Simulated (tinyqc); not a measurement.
Balance functions: hot carriers by balance equations with a heated Maxwellian. Computed by tinyqc, a small Python program. Command: `OMP_NUM_THREADS=1 python tinyqc.py 3000961 3000962 out.jsonl hot walk`. One thread of a shared host (Intel(R) Xeon(R) Processor @ 2.30GHz), about 0.02 s of CPU time with the checks.

The carriers follow a Maxwellian at an electron temperature T_e, slightly displaced; the drift energy is neglected against k_B T_e. The balance averages the rate, not the time, so mu_0 lies below the relaxation-time value.

Inputs (values chosen for the exercise, modelled on holes in silicon):
```
quantity                                          value       unit
effective mass m                                  0.491        m_0
density rho                                        2329     kg/m^3
sound velocity v_l                                 8910        m/s
acoustic deformation potential D_A                  5.9         eV
phonon energy hbar w                                 61        meV
optical or intervalley deformation potential D_o    8.9  1e8 eV/cm
final valleys Z_f                                     1          -
lattice temperature T                               150          K
```

Band: parabolic. Solver: damped fixed point.

Constants: k_B = 8.617333262e-05 eV/K; k_B = 1.380649e-23 J/K; e = 1.602176634e-19 C; hbar = 1.054571817e-34 J s; m_0 = 9.1093837015e-31 kg; hbar = 6.582119569e-16 eV s.

Method:
- Parabolic band: E = hbar^2 k^2/(2 m), speed v = hbar k/m, states per spin, volume and energy g(E) = m k/(2 pi^2 hbar^2). Masses are multiplied by m_0 and all formulas are in SI units.
- Phonon occupation N_q = 1/(exp(hbar w/(k_B T)) - 1).
- Acoustic deformation potential (elastic, equipartition, absorption and emission together): 1/tau = 2 pi k_B T D_A^2 g(E)/(hbar rho v_l^2).
- Optical or intervalley deformation potential: 1/tau = (pi Z_f D_o^2/(rho w)) [N_q g(E + hbar w) + (N_q + 1) g(E - hbar w)], with g = 0 below the band edge.
- Averages over the Maxwellian, <y> = int y x^(1/2) exp(-x) dx / int x^(1/2) exp(-x) dx with x = E/(k_B T_e), split at x_0 = hbar w/(k_B T_e): 64 Gauss-Legendre points in sqrt(x) below it and 128 in sqrt(x - x_0) above it, up to x = 32. Momentum balance: mu(T_e) = e/(m nu), nu = <x (sum of rates)>/<x>. Power lost per carrier: P(T_e) = hbar w <emission rate - absorption rate> + <(2 m v_l^2/(k_B T)) (E - 2 k_B T) acoustic rate>.
- The field that sustains T_e follows from e mu F^2 = P.

Against the electron temperature:
```
T_e (K)  mu (cm^2/(V s))  P optical (1e9 eV/s)  P acoustic (1e9 eV/s)  F (kV/cm)  drift velocity (1e7 cm/s)
165               3037.1                  1.82             5.2024e-02      0.785                     0.2383
195               2378.5                  6.84             1.6967e-01      1.716                     0.4083
240               1734.4                 17.41             3.7646e-01      3.203                     0.5555
300               1252.6                 35.61             7.0149e-01      5.384                     0.6744
450                754.1                 89.74             1.7183e+00     11.013                     0.8305
750                462.8                195.94             4.4366e+00     20.808                     0.9630
1200               326.0                325.43             9.8209e+00     32.068                     1.0454
1800               251.5                459.02             1.8901e+01     43.590                     1.0964
```

Optical phonons take 97 % of the power in the first row and 96 % in the last. The velocity grows as F^0.69 at first and as F^0.16 at the end, so it levels off; if optical phonons alone set both balances the limit at high T_e would be sqrt(3 hbar w tanh(hbar w/2 k_B T)/(4 m)) = 1.27 in the same unit. Rows above 1400 K (k_B T_e > 0.12 eV) stretch the parabolic band.
